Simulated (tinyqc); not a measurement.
# Worked calculation: p-n diode with diffusion and depletion-layer recombination

Computed by the program tinyqc: `OMP_NUM_THREADS=1 python tinyqc.py 2260030 2260031 out.jsonl`, one thread of a shared Intel Xeon 2.30GHz, about 0.01 s for the whole run. Printed values are rounded.

Abrupt junction in the depletion approximation, low injection, full ionisation, neutral widths fixed, ohmic contact on the p side. Vj is the junction voltage; where a series resistance Rs is given, V = Vj + J Rs is the terminal voltage.

Values chosen for this exercise; band and dielectric values those of a made-up semiconductor:
- T = 300 K (temperature)
- Eg = 1.02 eV (band gap)
- eps_r = 11.8 (relative permittivity)
- Nc = 5.5e17 cm^-3 (conduction-band density of states at T)
- Nv = 9.89e18 cm^-3 (valence-band density of states at T)
- Na = 9.3e17 cm^-3 (acceptor density)
- Nd = 2.2e16 cm^-3 (donor density)
- mun = 1000 cm^2/(V s) (electron mobility in the p side)
- mup = 180 cm^2/(V s) (hole mobility in the n side)
- tn = 4e-6 s (electron lifetime)
- tp = 4e-6 s (hole lifetime)
- wp = 3.8 um (neutral width of the p side)
- wn = 4 um (neutral width of the n side)
- Sp = 5000 cm/s (recombination velocity at the n contact)
- Rs = 0.0031 ohm cm^2 (series resistance)
- Et = 0 eV (trap level above the intrinsic level)
- Vj = 0.68 V (junction voltage at which recombination is evaluated)
- V = 0.86 V (terminal voltage)

Constants: q = 1.602176634e-19 C, kB = 1.380649e-23 J/K, Vt = kB T/q, eps0 = 8.8541878128e-14 F/cm where lengths are in cm. Results are converted to the units shown.

Range of the model: At the terminal voltage used the injected minority density exceeds a tenth of the lighter doping, so the low-injection formulas overstate the current.

## Diffusion lengths and saturation currents

ni = sqrt(Nc Nv) exp(-Eg/(2 Vt)), Eg in volts; D = mu Vt; Ln = sqrt(Dn tn), Lp = sqrt(Dp tp); J0n = q ni^2 Dn coth(wp/Ln)/(Ln Na); J0p = (q ni^2 Dp/(Lp Nd)) (s + tanh(wn/Lp))/(1 + s tanh(wn/Lp)), s = Sp Lp/Dp.

ni = 6.31185e9 cm^-3
Ln = 101.690 um
Lp = 43.1433 um
J0n = 4.67147e-13 A/cm^2
J0p = 1.03573e-12 A/cm^2

wp/Ln = 0.037 and wn/Lp = 0.093; holes carry 68.9 % of the diffusion current.

## Recombination in the depleted layer

ni = sqrt(Nc Nv) exp(-Eg/(2 Vt)), Eg in volts. Vbi = Vt ln(Na Nd/ni^2), W = sqrt(2 eps0 eps_r (Vbi - Vj)(1/Na + 1/Nd)/q), xp = W Nd/(Na + Nd), xn = W Na/(Na + Nd); u(x) = q Na (x + xp)^2/(2 eps0 eps_r) for x < 0 and Vbi - Vj - q Nd (xn - x)^2/(2 eps0 eps_r) for x > 0; p = Na exp(-u/Vt), n = Nd exp((u - Vbi + Vj)/Vt); U = ni^2 (exp(Vj/Vt) - 1)/(tp (n + ni exp(Et/Vt)) + tn (p + ni exp(-Et/Vt))); J_scr = q times the integral of U from -xp to xn. Trapezoid rule on 12 equal steps.

W = 108.969 nm

```
point	x (nm)	u (V)	n (cm^-3)	p (cm^-3)	U (cm^-3 s^-1)
0	-2.518	0.000000	1.13587e13	9.3e17	2.83963e18
1	6.563	0.027363	3.27348e13	3.22701e17	8.18288e18
2	15.643	0.056573	1.01325e14	1.04254e17	2.53067e19
3	24.724	0.083002	2.81639e14	3.75075e16	6.98848e19
4	33.805	0.106648	7.02962e14	1.50272e16	1.67887e20
5	42.885	0.127512	1.57557e15	6.70460e15	3.18941e20
6	51.966	0.145595	3.17109e15	3.33120e15	4.06146e20
7	61.047	0.160895	5.73121e15	1.84316e15	3.48661e20
8	70.128	0.173414	9.30144e15	1.13569e15	2.53028e20
9	79.208	0.183150	1.35556e16	7.79276e14	1.84228e20
10	88.289	0.190105	1.77400e16	5.95464e14	1.44031e20
11	97.370	0.194278	2.08476e16	5.06704e14	1.23670e20
12	106.451	0.195669	2.2e16	4.80162e14	1.17476e20
```

J_scr = 3.07001e-4 A/cm^2

With 2000 steps J_scr = 3.070e-4 A/cm^2; the coarse value is within 0.01 % of it. U is largest at x = 52.0 nm among these points; the peak lies where tp n = tn p. On the fine grid U peaks at 4.063e20 cm^-3 s^-1, and J_scr/(q U_max) is 43.3 % of W, the effective width of the recombining zone.

## Starting value

Vj = V/2.

Vj at the start = 0.43 V

## Iteration 1: new Vj

J0 = J0n + J0p = 1.50287e-12 A/cm^2

Diffusion current alone: J = J0 (exp(Vj/Vt) - 1), g = Vj + J Rs - V, g' = 1 + Rs J0 exp(Vj/Vt)/Vt, Vj(new) = Vj - g/g'.

J = 2.51539e-5 A/cm^2
g = -0.430000 V
g' = 1.00000
Vj after iteration 1 = 0.859999 V

## Iteration 2: new Vj

As before.

J = 420.982 A/cm^2
g = 1.30504 V
g' = 51.4814
Vj after iteration 2 = 0.834649 V

## Iteration 3: new Vj

As before.

J = 157.908 A/cm^2
g = 0.464165 V
g' = 19.9353
Vj after iteration 3 = 0.811365 V

## Course of the iteration

Stop when the step is below 1e-10 V, or after 80 iterations.

Course of the iteration:
```
iteration	Vj before the step (V)	step (V)
1	0.43	0.430
2	0.859999	-0.0253
3	0.834649	-0.0233
4	0.811365	-0.0173
5	0.794081	-7.28e-3
6	0.786797	-9.29e-4
7	0.785868	-1.27e-5
8	0.785856	-2.30e-9
9	0.785856	< 1e-13
```

Converged in 9 iterations.
